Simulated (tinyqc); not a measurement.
Expansion against temperature: quasi-harmonic thermal expansion with mode Grueneisen parameters. Computed by tinyqc, a small Python program. Command: `OMP_NUM_THREADS=1 python tinyqc.py 3026825 3026826 out.jsonl qha walk`. One thread of a shared host (Intel(R) Xeon(R) Processor @ 2.30GHz), about 0.02 s of CPU time with the checks.

A crystal with two atoms a cell; per atom there are 1 transverse acoustic (TA), 1/2 longitudinal acoustic (LA) and 3/2 optical (O) modes. Every frequency of group i scales as nu_i (V/V0)^(-gamma_i). Each group has one frequency. Static energy: E = (9 V0 B0/16) [y^3 B' + y^2 (2 - 4 y)], y = (V0/V)^(2/3) - 1, with pressure P_s = (3 B0/2) (z^7 - z^5) [1 + (3/4)(B' - 4)(z^2 - 1)], z = (V0/V)^(1/3).

Inputs (values chosen for the exercise, modelled on diamond):
```
quantity,value,unit
static volume V0,5.67,angstrom^3/atom
static bulk modulus B0,459,GPa
static B',3.72,-
frequency nu_TA,20.8,THz
frequency nu_LA,30.9,THz
frequency nu_O,34.9,THz
Grueneisen parameter gamma_TA,0.37,-
Grueneisen parameter gamma_LA,0.93,-
Grueneisen parameter gamma_O,1.1,-
```

Acoustic groups: Einstein.

Constants: h x 1 THz = 4.135667696 meV; k_B = 8.617333262e-05 eV/K; 1 eV/angstrom^3 = 160.2176634 GPa.

Method:
- For a mode with x = h nu/(k_B T), n = 1/(exp(x) - 1): U = h nu (n + 1/2), C/k_B = x^2 n (n + 1); U_i and C_i sum these over group i with its weight per atom.
- Phonon pressure P_ph = sum_i gamma_i U_i/V.
- B_T = -V d(P_s + P_ph)/dV at fixed T (central difference, step 1e-4 V); alpha_V = sum gamma_i C_i k_B/(B_T V), all at V(T); the linear coefficient is alpha_L = alpha_V/3.
- V(T) solves P_s + P_ph = 0. The Grueneisen estimate uses C_i, V0 and B0 at the static volume; gamma_th = sum gamma_i C_i / sum C_i is taken at V(T).

Quasi-harmonic results:
```
T (K),V/V0 - 1 (%),B_T (GPa),alpha_L (ppm/K),"alpha_L, Grueneisen estimate",gamma_th
20,1.0177,451.06,0.0000,0.0000,0.37000
40,1.0177,451.06,0.0000,0.0000,0.37000
70,1.0177,451.06,0.0001,0.0001,0.37093
100,1.0177,451.06,0.0033,0.0031,0.37923
150,1.0180,451.05,0.0485,0.0466,0.42700
220,1.0211,450.97,0.2861,0.2751,0.53317
300,1.0339,450.66,0.7962,0.7697,0.63314
450,1.0951,449.40,1.8740,1.8244,0.73029
700,1.2872,446.20,3.0509,2.9759,0.78601
1000,1.6000,441.75,3.7154,3.6110,0.80747
```

alpha_L is positive throughout. gamma_th moves from 0.37, near gamma_TA = 0.37, to 0.81, near the average over all modes, 0.83, as the stiffer groups take up their share of C. B_T changes by -2.1 % over the table, and at the highest T the estimate at fixed V0 and B0 is off by -2.8 %. In the coldest rows alpha_L is far too small in size, since one frequency a group leaves out the long acoustic waves.

Extremes, crossings and ranges named in words are read from the listed rows.
